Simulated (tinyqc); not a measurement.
Boltzmann transport in a parabolic band with a power-law relaxation time: one step. Integrals for r = 1.5 (ionised impurities).

F_j(eta) = (1/Gamma(j + 1)) integral_0^infinity x^j dx/(1 + exp(x - eta)), which tends to exp(eta) for eta << 0.

tau = tau0 x^r with x = E/kT. With K_j = Gamma(j + 1) F_j(eta): <tau> = tau0 (r + 3/2) K_(r+1/2)/((3/2) K_(1/2)); mu = <tau>/(mc m0/e), m0/e = 5.685630e-12 kg/C; Hall factor rH = (3/2) K_(1/2) (2r + 3/2) K_(2r+1/2)/((r + 3/2) K_(r+1/2))^2; Seebeck S = -(kB/e) [(r + 5/2) K_(r+3/2)/((r + 3/2) K_(r+1/2)) - eta]; Lorenz number L = (kB/e)^2 [(r + 7/2) K_(r+5/2)/((r + 3/2) K_(r+1/2)) - ((r + 5/2) K_(r+3/2)/((r + 3/2) K_(r+1/2)))^2]; kB/e in V/K. Valley anisotropy is left out of rH.

Inputs chosen for the exercise (out of a larger set: masses near those of GaAs; tau0 is set for a mobility of the usual size at this n, kL is a free input; freeze-out and phonon drag, which matter near 77 K, are left out; not measured data): r = 1.5 (exponent of tau).

eta = -4.046801

Task: Evaluate F_j and K_j for j = 1/2, r + 1/2, r + 3/2, r + 5/2 and 2r + 1/2 (each value once).

Give: F_j and K_j.

Result:

F_j and K_j:
```
j,F_j,K_j
0.5,0.017371,0.015395
2.0,0.017440,0.034880
3.0,0.017459,0.10476
4.0,0.017469,0.41925
3.5,0.017465,0.20315
```

tinyqc: `OMP_NUM_THREADS=1 python tinyqc.py 1650945 1650946 out.jsonl`; about 0.01 s, one thread, shared Intel(R) Xeon(R) Processor @ 2.30GHz.
